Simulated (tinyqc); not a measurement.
Deep-level transient spectroscopy: amplitude against reverse bias.

Schottky contact on an n-type layer with shallow donors Nd (all ionised) and a donor-like deep trap, neutral when filled and positive when empty; depletion approximation. Traps within lam of the depletion edge stay filled. A long pulse to Vp fills the traps beyond x1 = Wp - lam; back at Vr those between x1 and x2 = Wr - lam emit. A rate window reads S = C(t2) - C(t1).

lam = sqrt(2 eps0 eps_r (EF - ET)/(q Nd)), EF - ET = Et - (kB T/q) ln(Nc(T)/Nd), Nc(T) = Nc (T/300 K)^1.5. In the steady state at the band bending V, 2 eps0 eps_r V/q = Nd W^2 + Nt (W - lam)^2 (the second term only if W > lam). W(t)^2 = Wr^2 + (Nt/Nd)(x2^2 - x1^2) exp(-en t), C = eps0 eps_r/W; for small Nt, dC/C = -(Nt/2 Nd) G exp(-en t) with G = (x2^2 - x1^2)/Wr^2. Listed at t = 0.

Parameters, values chosen for the exercise; material values close to those of 4H silicon carbide:
```
symbol,value,unit,meaning
eps_r,9.74,,relative permittivity
Nc,1.73e19,cm^-3,conduction-band density of states at 300 K
Nd,2.2e15,cm^-3,shallow donor density
Vbi,1.36,V,built-in voltage
Et,0.46,eV,depth of the trap below the conduction edge
Nt,1e14,cm^-3,trap density
Vp,0.4,V,reverse bias during the filling pulse
T,382,K,temperature of the transient
```

Constants: q = 1.602176634e-19 C, kB = 1.380649e-23 J/K, eps0 = 8.8541878128e-14 F/cm where lengths are in cm. Results are converted to the units shown.

Amplitude against reverse bias:
```
Vr (V)  Wr (nm)       G  dC(0)/C (%)  2 Nd |dC|/C (cm^-3)
0.9        1039  0.1582      -0.3575             1.573e13
2          1265  0.3548      -0.7966             3.505e13
3          1439  0.4557       -1.020             4.488e13
4.1        1610  0.5288       -1.181             5.195e13
5.2        1763  0.5804       -1.293             5.691e13
6.3        1905  0.6190       -1.378             6.062e13
7.3        2024  0.6468       -1.438             6.329e13
8.4        2149  0.6717       -1.493             6.567e13
```

What does the table show?

G rises from 0.158 to 0.672, since lam = 273 nm and x1 weigh less in a wider layer. The simple estimate 2 Nd |dC|/C reaches 15.7 % of the true Nt in the first row and 65.7 % in the last.

tinyqc, about 0.01 s, one thread, Intel Xeon 2.30GHz (shared host): `OMP_NUM_THREADS=1 python tinyqc.py 2050093 2050094 out.jsonl`
